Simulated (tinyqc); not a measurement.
Worked calculation: critical temperature from a phonon spectrum: McMillan, Allen-Dynes and the linearised Eliashberg equation. Computed by tinyqc, a small Python program that keeps every step. Command: `OMP_NUM_THREADS=1 python tinyqc.py 3018213 3018214 out.jsonl eliashberg walk`. One thread of a shared host (Intel(R) Xeon(R) Processor @ 2.30GHz), about 0.02 s of CPU time with the checks. Intermediate numbers are printed to about 7 digits and carried at full precision; extremes and crossings named in words are read from the listed rows.

alpha^2 F(omega) = sum_i (lambda_i omega_i/2) delta(omega - omega_i), so that lambda = 2 int alpha^2 F/omega d omega = sum_i lambda_i.

Inputs (values chosen for the exercise, for a model metal):
```
quantity                                value  unit
peak energy omega_1                      48.4   meV
coupling lambda_1                       0.557     -
peak energy omega_2                       133   meV
coupling lambda_2                       0.623     -
Coulomb pseudopotential mu*              0.15     -
trial temperature                        78.4     K
Matsubara points N in the small matrix      5     -
```

Peaks in alpha^2 F: two.

Constants: k_B = 8.617333262e-05 eV/K.

## Moments of the spectrum

omega_log = exp(sum lambda_i ln omega_i / lambda); omega_rms = sqrt(sum lambda_i omega_i^2 / lambda).

lambda = 1.18

omega_log = 82.53265 meV

omega_rms = 102.2006 meV

## McMillan and Allen-Dynes

McMillan form: k_B T_c = (omega_log/1.2) exp[-1.04 (1 + lambda)/(lambda - mu* (1 + 0.62 lambda))]. Allen-Dynes multiplies it by f1 f2: f1 = [1 + (lambda/L1)^(3/2)]^(1/3), L1 = 2.46 (1 + 3.8 mu*); f2 = 1 + (omega_rms/omega_log - 1) lambda^2/(lambda^2 + L2^2), L2 = 1.82 (1 + 6.3 mu*) omega_rms/omega_log.

T_c, McMillan form = 67.93935 K

f1 = 1.053391

f2 = 1.016102

T_c, Allen-Dynes = 72.71906 K

The two corrections raise T_c by 7.0 %. Caution: a phonon-mediated T_c this high is known only in hydrides under high pressure.

## The small kernel at the trial temperature

Linearised Eliashberg equation at omega_n = (2n + 1) pi k_B T, n = 0..N-1: lambda(j) = sum_i lambda_i omega_i^2/(omega_i^2 + (2 pi j k_B T)^2); K_mn = lambda(m - n) + lambda(m + n + 1) - 2 mu*(N) - delta_mn [2m + 1 + lambda(0) + 2 sum_(j=1..m) lambda(j)], with 1/mu*(N) = 1/mu* + ln(omega_rms/omega_N), omega_N = (2N + 1) pi k_B T. T_c is where the largest eigenvalue rho of K is zero.

lambda(j), j = 0, 1, ...: 1.180000  0.880233  0.579264  0.395322  0.278750  0.203190  0.152897  0.118377  0.093940  0.076141

mu*(N) = 0.1712168

K:
```
          1         2         3          4          5
1  -0.46220   1.11706   0.63215    0.33164    0.13951
2   1.11706  -4.70758   0.81655    0.44002    0.20579
3   0.63215   0.81655  -8.05824    0.69070    0.35521
4   0.33164   0.44002   0.69070  -10.93369    0.63174
5   0.13951   0.20579   0.35521    0.63174  -13.53343
```

## Largest eigenvalue of the small kernel

K is the kernel of the linearised Eliashberg equation on the Matsubara points omega_n = (2n + 1) pi k_B T; T_c is where its largest eigenvalue rho is zero. Diagonalise K; at rho = 0 the eigenvector c is the gap function Delta_n/omega_n up to a factor; away from it Delta_n/Delta_0 = (2n + 1) c_n/c_0 is only an estimate.

largest eigenvalue rho = -0.07489706

Delta_n/Delta_0: 1.000000  0.799144  0.557982  0.347063  0.177402

rho < 0: in this small matrix the trial temperature lies above T_c.

## Critical temperature from the full kernel

N is the smallest integer at or above 8 omega_max/(2 pi k_B T_AD), omega_max the highest peak and T_AD the Allen-Dynes value.

N used = 28

T_c, Eliashberg = 66.56045 K

k_B T_c/omega_log = 0.06949656

Allen-Dynes/Eliashberg = 1.092527

McMillan/Eliashberg = 1.020716

## Scaling the whole coupling

All lambda_i are multiplied by s. The last column is the large-lambda limit for mu* = 0, k_B T_c = 0.1827 omega_rms sqrt(lambda).

T_c (K):
```
s    lambda  McMillan  Allen-Dynes  Eliashberg  large-lambda limit
0.6   0.708   21.6067      22.2921     19.1070            182.3206
0.8   0.944   45.5781      47.8447     42.6403            210.5257
1.0   1.180   67.9393      72.7191     66.5604            235.3748
1.3   1.534   95.5135     105.5727     99.6795            268.3686
1.7   2.006  122.6876     142.0336    138.7871            306.8913
2.3   2.714  150.1026     186.7272    188.8964            356.9636
3.2   3.776  175.1313     241.6934    250.3810            421.0513
```

McMillan/Eliashberg runs from 1.13 at lambda = 0.71 to 0.70 at 3.78: the exponential form levels off at large lambda, while the true T_c keeps rising (exponent 0.85 between the last rows, tending to 1/2). Allen-Dynes stays within about 17 % over the table. The last row reaches 59 % of the mu* = 0 limit; with mu* above zero T_c stays below that line at any lambda.

## Isotope exponent

T_c ~ M^(-a). All omega_i scale as M^(-1/2) at fixed lambda, but mu* = mu/(1 + mu ln(E_F/omega)) changes: d mu*/d ln omega = mu*^2. In the McMillan form a = (1/2) [1 - 1.04 (1 + lambda)(1 + 0.62 lambda) mu*^2/(lambda - mu* (1 + 0.62 lambda))^2].

isotope exponent a = 0.4478483

The Coulomb term lowers the exponent below 1/2: lighter ions raise the prefactor but also mu*.

Checks made by the program: one-point kernel at mu* = 0: rho = lambda(1) - 1 (relative difference below 1e-10); T_c against the Allen-Dynes fit (relative difference 9e-02).
